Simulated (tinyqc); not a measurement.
Transmission around the level: tunnelling through a thin dielectric with one trap, as a tight-binding chain.

Hopping -t everywhere, t = c/(m a^2), c = hbar^2/2m0; lead sites at 2t (band bottom 0), barrier sites 1 to N at 2t + phi, and site j has U besides. No voltage. Leads give S = -t exp(ika) on sites 1 and N, cos(ka) = 1 - E/(2t). T = (2 t sin(ka))^2 |G_1N|^2, G = (E - H - S)^-1. In the barrier cosh(q a) = 1 + (phi - E)/(2t).

Resonance: the lowest eigenvalue of H + S(E), iterated until its real part equals E (40 rounds from Eb = phi + 2t - sqrt(4t^2 + U^2), the level in an endless barrier). With v the normalised squared amplitudes of that state, Gamma_L = 2 t sin(ka) v_1, Gamma_R = 2 t sin(ka) v_N; Breit-Wigner T = Gamma_L Gamma_R/((E - Er)^2 + (Gamma_L + Gamma_R)^2/4).

Constants: hbar^2/2m0 = 3.80998211 eV angstrom^2.

Values chosen for the exercise (barrier and mass of the size used for Si3N4 on silicon; not measured data):

| symbol | value | unit | meaning |
|---|---|---|---|
| a | 2.5 | angstrom | site spacing |
| m | 0.46 | m0 | mass, the same in leads and barrier |
| phi | 1.97 | eV | conduction edge of the barrier above that of the leads |
| N | 8 |  | barrier sites |
| j | 4 |  | site of the trap |
| U | -2.76 | eV | extra energy on the trap site |

Er = 0.79379 eV

widths (meV): left 6.8078, right 1.1024

Energies Er + x (Gamma_L + Gamma_R).

T:

| x | E (eV) | chain | Breit-Wigner | no trap |
|---|---|---|---|---|
| -8.0 | 0.7305 | 0.00140 | 0.00187 | 1.31e-06 |
| -3.0 | 0.7701 | 0.0117 | 0.0130 | 1.65e-06 |
| -1.0 | 0.7859 | 0.0930 | 0.0960 | 1.80e-06 |
| -0.5 | 0.7898 | 0.236 | 0.240 | 1.85e-06 |
| 0.0 | 0.7938 | 0.480 | 0.480 | 1.89e-06 |
| 0.5 | 0.7977 | 0.245 | 0.240 | 1.93e-06 |
| 1.0 | 0.8017 | 0.100 | 0.0960 | 1.98e-06 |
| 3.0 | 0.8175 | 0.0145 | 0.0130 | 2.17e-06 |
| 8.0 | 0.8571 | 0.00251 | 0.00187 | 2.74e-06 |

How do the results move, and what explains it?

At Er the chain gives 0.480, 2.54e+05 times the value without trap, and Breit-Wigner 0.480. In the wings the single pole gives 1.33 times the chain value at x = -8 and 0.743 times at x = 8, because the widths and the level shift change with energy.

(tinyqc, `OMP_NUM_THREADS=1 python tinyqc.py 1480419 1480420 out.jsonl`, Intel(R) Xeon(R) Processor @ 2.30GHz, 1 thread, shared host, about 0.07 s.)
